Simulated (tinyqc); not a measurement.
# Conduction-band offset of an n-N heterojunction from carrier-profile moments: what changes with what

Layer 1 (x < 0) accumulates electrons and layer 2 (x > 0) is depleted. Boltzmann statistics. The bands bend down by V1 in layer 1 and up by V2 in layer 2, with V1 + V2 = VD = dE + Vt ln[(N2/Nc2)/(N1/Nc1)].

Parameters, values chosen for the exercise; values of the order of III-V alloys: temperature T = 200 K; relative permittivity of both layers eps_r = 13.2; density of states of the narrow-gap layer 1 Nc1 = 4.6e17 cm^-3; density of states of the wide-gap layer 2 Nc2 = 9.6e17 cm^-3; conduction-band offset dE = 0.22 eV; donor density in layer 1 N1 = 5.1e15 cm^-3; donor density in layer 2 N2 = 2.3e16 cm^-3; fixed charge at the interface si = 0 cm^-2.

Constants: q = 1.602176634e-19 C, kB = 1.380649e-23 J/K, Vt = kB T/q, eps0 = 8.8541878128e-14 F/cm where lengths are in cm. Results are converted to the units shown.

Each table varies one quantity; the others keep the values above.

## Effect of the offset

Sheet densities from the first integral: Q1 = sqrt((2 eps0 eps_r Vt N1/q)(exp(u1) - u1 - 1)) extra electrons, Q2 = sqrt((2 eps0 eps_r Vt N2/q)(exp(-u2) + u2 - 1)) missing ones, u = V/Vt; neutrality Q1 = Q2 + si.

Effect of the offset:

| dE (eV) | VD (V) | V1 (V) | Q1 (cm^-2) | n(0-)/Nc1 |
|---|---|---|---|---|
| 0.06 | 0.07328 | 0.03718 | 8.392e10 | 0.09589 |
| 0.12 | 0.1333 | 0.05227 | 1.465e11 | 0.2302 |
| 0.19 | 0.2033 | 0.06224 | 2.038e11 | 0.4103 |
| 0.25 | 0.2633 | 0.06795 | 2.445e11 | 0.5715 |
| 0.31 | 0.3233 | 0.07230 | 2.801e11 | 0.7357 |
| 0.37 | 0.3833 | 0.07581 | 3.121e11 | 0.9019 |
| 0.44 | 0.4533 | 0.07919 | 3.460e11 | 1.097 |
| 0.5 | 0.5133 | 0.08165 | 3.729e11 | 1.266 |

What does the table show?

Q1 rises from 8.39e10 to 3.73e11 cm^-2, as VD^(0.60) between the last two rows. Layer 1 takes 50.7 % of VD in the first row and 15.9 % in the last: accumulation charge grows exponentially with V1, so most of a large offset falls across the depleted side. For dE = 0.25, 0.31, 0.37, 0.44, 0.5 n(0-) nears or passes Nc1, where degeneracy and quantisation lower Q1.

## Effect of the doping of the wide-gap layer

Same model as above.

Effect of the doping of the wide-gap layer:

| N2 (cm^-3) | VD (V) | V1 (V) | Q1 (cm^-2) | n(0-)/Nc1 |
|---|---|---|---|---|
| 1.8e15 | 0.18937 | 0.029829 | 6.1133e10 | 0.062587 |
| 3.1e15 | 0.19874 | 0.036323 | 8.1033e10 | 0.091223 |
| 5.2e15 | 0.20766 | 0.043134 | 1.0571e11 | 0.13544 |
| 8.7e15 | 0.21653 | 0.050435 | 1.3746e11 | 0.20688 |
| 1.5e16 | 0.22591 | 0.058624 | 1.8121e11 | 0.33271 |
| 2.5e16 | 0.23472 | 0.066636 | 2.3456e11 | 0.52964 |
| 4.1e16 | 0.24324 | 0.074626 | 3.0092e11 | 0.84198 |
| 6.9e16 | 0.25221 | 0.083210 | 3.9088e11 | 1.3855 |
| 1.2e17 | 0.26175 | 0.092476 | 5.1593e11 | 2.3719 |

Q1 rises from 6.11e10 to 5.16e11 cm^-2, as N2^(0.51) over the table, while VD grows by Vt ln 10 a decade and the share V1/VD rises from 0.158 to 0.353. For N2 = 2.5e16, 4.1e16, 6.9e16, 1.2e17 n(0-) nears or passes Nc1, where degeneracy and quantisation lower Q1.

Program tinyqc, `OMP_NUM_THREADS=1 python tinyqc.py 2410126 2410127 out.jsonl`; Intel Xeon 2.30GHz, shared host, one thread, about 0.1 s.
